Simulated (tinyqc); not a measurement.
# Donor binding, ionisation and the Mott limit: Freeze-out

Hydrogenic donor: Ry = (m0 q^3/(8 eps0^2 h^2)) me/eps_r^2 in eV, E0 = cc Ry, radius a = q/(8 pi eps0 eps_r E0), Mott density Nm = (0.26/a)^3. Below Nm the level sinks as Ed = E0 [1 - (N/Nm)^(1/3)]. Neutrality: Nc F12(eta) = N/(1 + 2 exp(eta + Ed/kB T)), F12(x) = (2/sqrt(pi)) int_0^infinity sqrt(u)/(1 + exp(u - x)) du.

Nc is given at 200 K and scales as T^1.5.

Inputs (values chosen for the exercise); band and dielectric values close to those of gallium arsenide:
```
symbol,value,unit,meaning
eps_r,12.9,,relative permittivity
me,0.0673,m0,"mass in the hydrogenic formula, set independently of Nc"
Nc,2.42e17,cm^-3,conduction-band density of states at 200 K
cc,1,,ratio of the true binding energy to the hydrogenic one
N,2.2e15,cm^-3,donor density
```

Constants: q = 1.602176634e-19 C, kB = 1.380649e-23 J/K, eps0 = 8.8541878128e-12 F/m, h = 6.62607015e-34 J s, m0 = 9.1093837015e-31 kg, Vt = kB T/q. Results are converted to the units shown.

Results:

| T (K) | eta | n (cm^-3) | ionised (%) | ln(n/T^0.75) |
|---|---|---|---|---|
| 30 | -2.280 | 1.389e15 | 63.14 | 32.32 |
| 45 | -2.682 | 1.725e15 | 78.42 | 32.23 |
| 60 | -3.029 | 1.891e15 | 85.96 | 32.11 |
| 80 | -3.408 | 2.003e15 | 91.07 | 31.95 |
| 150 | -4.297 | 2.129e15 | 96.75 | 31.54 |
| 220 | -4.858 | 2.161e15 | 98.24 | 31.26 |
| 300 | -5.318 | 2.176e15 | 98.92 | 31.04 |
| 400 | -5.746 | 2.185e15 | 99.31 | 30.83 |

Estimate the missing row, T = 110 K.

Computed row:

| T (K) | eta | n (cm^-3) | ionised (%) | ln(n/T^0.75) |
|---|---|---|---|---|
| 110 | -3.851 | 2.082e15 | 94.65 | 31.75 |

With this row back in the table: The ionised share rises from 63.1 to 99.3 %. Between the first two rows ln(n/T^0.75) has the slope 0.677 meV against q/kB T; deep freeze-out without compensation gives -Ed/2 = -1.36 meV, a limit that these rows do not reach, since a large share is already ionised.

Range of the model: A sharp level with degeneracy 2 overstates freeze-out near Nm, where the impurity band broadens and merges with the conduction band.

tinyqc, about 0.01 s, one thread, Intel Xeon 2.30GHz (shared host): `OMP_NUM_THREADS=1 python tinyqc.py 2330153 2330154 out.jsonl`
